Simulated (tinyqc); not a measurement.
Scattering rates of a carrier in a spherical band by Fermi's golden rule: one step, computed by the program tinyqc.

All processes here are isotropic or elastic, and the rate listed is the momentum relaxation rate.

Task: All rates at E. Kane band: hbar^2 k^2/(2 m) = E (1 + alpha E), speed v = hbar k/(m (1 + 2 alpha E)), states per spin, volume and energy g(E) = m k (1 + 2 alpha E)/(2 pi^2 hbar^2); overlap factors are set to 1. Masses are multiplied by m_0 and all formulas are in SI units. Phonon occupation N_q = 1/(exp(hbar w/(k_B T)) - 1). Acoustic deformation potential (elastic, equipartition, absorption and emission together): 1/tau = 2 pi k_B T D_A^2 g(E)/(hbar rho v_l^2). Optical or intervalley deformation potential: 1/tau = (pi Z_f D_o^2/(rho w)) [N_q g(E + hbar w) + (N_q + 1) g(E - hbar w)], with g = 0 below the band edge. Singly charged impurities, momentum relaxation: 1/tau = N_I e^4 m (1 + 2 alpha E) Phi/(8 pi (eps_s eps_0)^2 hbar^3 k^3), with alpha = 0 for a parabolic band. Brooks-Herring: Phi = ln(1 + b) - b/(1 + b), b = 4 k^2 L_s^2. Debye screening by free carriers of density N_I: L_s = sqrt(eps_s eps_0 k_B T/(e^2 N_I)). Rates add: 1/tau_m is the sum, and the mean free path is v tau_m.

Inputs (values chosen for the exercise, modelled on electrons in diamond):
```
quantity,value,unit
density-of-states mass of one valley m,0.491,m_0
non-parabolicity alpha,0.2,1/eV
static permittivity eps_s,5.7,-
density rho,3515,kg/m^3
sound velocity v_l,17700,m/s
acoustic deformation potential D_A,8,eV
phonon energy hbar w,138,meV
optical or intervalley deformation potential D_o,8.2,1e8 eV/cm
final valleys Z_f,5,-
ionised impurity density N_I,2.4e+15,1/cm^3
temperature T,350,K
carrier energy E,20,meV
```

Crystal: non-polar. Band: Kane. Impurity formula: Brooks-Herring. Further scattering: none.

Constants: k_B = 1.380649e-23 J/K; e = 1.602176634e-19 C; hbar = 1.054571817e-34 J s; m_0 = 9.1093837015e-31 kg; hbar = 6.582119569e-16 eV s; k_B = 8.617333262e-05 eV/K; eps_0 = 8.8541878128e-12 F/m.

Give: Momentum relaxation rates; momentum relaxation time tau_m; mean free path.

Result:

Momentum relaxation rates:
```
process,rate (1/s),share (%)
acoustic,4.4874e+11,40.908
optical absorption,1.2022e+11,10.960
optical emission,0,0
ionised impurity,5.2798e+11,48.132
```

momentum relaxation time tau_m = 911.63 fs

mean free path = 108.47 nm

The largest rate is ionised impurity (48 %), then acoustic (41 %).
